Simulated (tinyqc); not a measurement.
Effective mass of the conduction band from tabulated energies: one step. The non-parabolic form. The numbers come from values chosen for the exercise (band of an eight-band Kane model near GaSb).

c = hbar^2/2m0. A uniform scatter of up to 1 meV has been added to mimic numerical noise.
Constants: hbar^2/2m0 = 3.80998211 eV angstrom^2.

Energies along [100], from the band edge:
```
k (1/angstrom)     E (meV)
0.0000000         0.000000
0.0053000         2.092700
0.0106000        10.561300
0.0159000        24.250800
0.0212000        41.075200
0.0265000        63.152400
0.0318000        89.637100
0.0371000       118.952700
0.0424000       149.279800
```

reference mass (curvature of the model at k = 0.0001 1/angstrom) = 0.0388000 m0

Task: E (1 + alpha E) = c k^2/m means that y = c k^2/E is a straight line in E with intercept m and slope m alpha. Fit the line by unweighted least squares over points 1 to 8, E in eV.

Give: y; m; alpha.

Result:

y (m0): 0.05114  0.04053  0.03972  0.04169  0.04237  0.04298  0.04409  0.04588

m = 0.04323 m0
alpha = 0.119 1/eV

The intercept errs by +11.42 %. The scatter of the first points, divided by small energies, tilts an unweighted line. The model has Eg = 0.799 eV, and for two bands alpha is near 1/Eg = 1.25 1/eV.

Program tinyqc; command `OMP_NUM_THREADS=1 python tinyqc.py 1850840 1850841 out.jsonl`; about 0.01 s on one thread of a shared Intel(R) Xeon(R) Processor @ 2.30GHz.
